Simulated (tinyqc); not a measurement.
Self-heating of a transistor with one or more fingers, with temperature-dependent conductivity: one step, computed by the program tinyqc.

N long parallel fingers lie on the top face of a slab whose bottom is held at T_0; the top is otherwise insulated, and heat flows in two dimensions. P in W/mm is 1000 P in W/m.

Problem. Correction for the falling conductivity. Kirchhoff transformation for kappa = kappa_0 (T/T_0)^-m: T = T_0 [1 - (m - 1) theta/T_0]^(-1/(m - 1)), where theta is the linear rise. The bracket vanishes at the power P T_0/((m - 1) theta).

Inputs (values chosen for the exercise, modelled on gallium nitride): exponent m in kappa ~ T^-m = 1.5; base temperature T_0 = 358 K; power per gate width P = 3.8 W/mm.

Power: power rises with temperature.

largest theta = 56.85962 K

Give: peak temperature; true rise; true rise / linear rise; power at which the formula diverges.

Solution.

peak temperature = 422.4 K

true rise = 64.43 K

true rise / linear rise = 1.133

power at which the formula diverges = 47.85 W/mm

The falling conductivity adds 13.3 % to the rise.
